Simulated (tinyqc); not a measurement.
Worked calculation: heavy doping: gap narrowing, degeneracy and the minority density. Values are carried at full precision from step to step, so a last printed digit may differ when a step is redone from the rounded ones.

Empirical narrowing (Slotboom form, constants chosen for the exercise; published fits of this form give the apparent narrowing, here it is taken as the true one): dEg = E0 [ln(N/N0) + sqrt(ln(N/N0)^2 + C)].

Constants: kB = 8.617333262e-05 eV/K; e^2/(4 pi eps0) = 14.39964547 eV angstrom.

Inputs chosen for the exercise (gap and densities of states near those of Si at this temperature; narrowing constants near the fits for Si; shifted at random, so the results belong to these values and not to a real crystal):

| symbol | value | unit | meaning |
|---|---|---|---|
| N | 1.4e+18 | 1/cm^3 | ionised acceptors, equal to the majority density |
| E0 | 7.86 | meV | narrowing scale |
| N0 | 1.6e+17 | 1/cm^3 | onset density |
| C | 0.5 |  | smoothing constant |
| Nv | 2.18e+19 | 1/cm^3 | valence-band density of states |
| Eg | 1.079 | eV | gap |
| Nc | 4.82e+19 | 1/cm^3 | conduction-band density of states |
| T | 450 | K |  |
| eps | 11.2 |  | dielectric constant |
| Mv | 1 |  | majority valleys |

## Gap narrowing

Evaluate at N.

ln(N/N0) = 2.1691
dEg (empirical fit) = 34.98 meV

Well above N0 each decade of doping adds 2 E0 ln 10 = 36.2 meV.

## Degeneracy of the majority band

F_j(eta) = (1/Gamma(j + 1)) integral_0^infinity x^j dx/(1 + exp(x - eta)), which tends to exp(eta) for eta << 0.

Majority: N = Nv F_1/2(eta), eta the distance of EF beyond the majority band edge in kT. Degeneracy factor gam = F_1/2(eta)/exp(eta). ni0^2 = Nc Nv exp(-Eg/kT); product n p = ni0^2 gam exp(dEg/kT), dEg the true narrowing; apparent narrowing dEa = dEg + kT ln gam; minority density = n p/N.

Solve for eta and form gam.

N/Nv = 0.06422
eta = -2.7228
gam = 0.9776

## Product and minority density

Combine both effects.

ni0 = 2.94e+13 1/cm^3
exp(dEg/kT) = 2.46
dEa = 34.1 meV
sqrt(n p) = 4.57e+13 1/cm^3
minority density = 1.49e+09 1/cm^3

Narrowing multiplies the product by 2.46 and degeneracy by 0.978; together they change the minority density by a factor 2.41 against ni0^2/N.

## Two estimates of the size

Two physical estimates, e2 = e^2/(4 pi eps0), N in 1/angstrom^3: exchange shift at the Fermi level, Ex = (e2/eps) kF/pi with kF = (3 pi^2 N/Mv)^(1/3); screened-pair energy (Lanyon-Tuft), Es = (3/4)(e2/eps) qs with qs^2 = (4 pi e2 N/(eps kT)) F_-1/2(eta)/F_1/2(eta).

Evaluate both at N.

kF = 0.03461 1/angstrom
Ex = 14.16 meV
Es = 23.03 meV

Against the fitted dEg = 35.0 meV, Ex is 0.40 and Es 0.66 times as large; each keeps one mechanism only, and Ex assumes a strongly degenerate gas, while here eta is only -2.72.

## Checks

- Minority density against the Boltzmann occupation of the other band at the narrowed gap (1/cm^3): both 1.489e+09.

(tinyqc, `OMP_NUM_THREADS=1 python tinyqc.py 1681462 1681463 out.jsonl`, Intel(R) Xeon(R) Processor @ 2.30GHz, 1 thread, shared host, about 0.02 s.)
